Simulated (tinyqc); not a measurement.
Electron continuity equation in a given potential, Scharfetter-Gummel discretisation: one step of the calculation.

Steady state in one dimension: J = q mu n E + q D dn/dx with E = -dpsi/dx and D = mu Vt, dJ/dx = q (n/tau - G), fixed densities nL and nR at the ends. The potential is given, psi = U x/L - Ub exp(-((x/L - xb)/sb)^2), and is not changed by the electrons.

Problem. Tridiagonal system for the inner nodes. Row i (1 to 9): B(-d_(i-1)) n_(i-1) + b_i n_i + B(d_i) n_(i+1) = f_i with b_i = -B(-d_i) - B(d_(i-1)) - h^2/(D tau) and f_i = -G h^2/D; the known end values are moved to the right: f_1 loses B(-d_0) nL and f_9 loses B(d_9) nR. h = L/10, D = mu Vt.

Parameters, values chosen for the exercise; mobility close to that of silicon at room temperature: temperature T = 273 K; electron mobility mu = 1360 cm^2/(V s); length of the region L = 4.2 um; density at x = 0 nL = 7.2e14 cm^-3; density at x = L nR = 0 cm^-3; lifetime tau = 5.2e-10 s; uniform generation rate G = 0 cm^-3 s^-1.

Constants: q = 1.602176634e-19 C, kB = 1.380649e-23 J/K, Vt = kB T/q. Results are converted to the units shown.

B(d_i), interval 0 to 9: [2.3613685, 4.1145006, 6.7002393, 1.0648660, 0.21659717, 1.5104283, 2.1738099, 2.2105366, 2.2109773, 2.2109786]
B(-d_i), interval 0 to 9: [0.30079246, 0.072241420, 0.0083142714, 0.93782321, 2.7624204, 0.62000124, 0.35134666, 0.34077839, 0.34065366, 0.34065329]

Find: diagonal b; right side f.

Solution.

diagonal b, node 1 to 9: [-2.540, -4.229, -7.744, -3.933, -0.9426, -1.968, -2.621, -2.657, -2.658]
right side f, node 1 to 9 (cm^-3): [-2.166e14, 0, 0, 0, 0, 0, 0, 0, 0]

Numbers from tinyqc (`OMP_NUM_THREADS=1 python tinyqc.py 2220043 2220044 out.jsonl`; about 0.01 s on one thread of a shared Intel Xeon 2.30GHz).
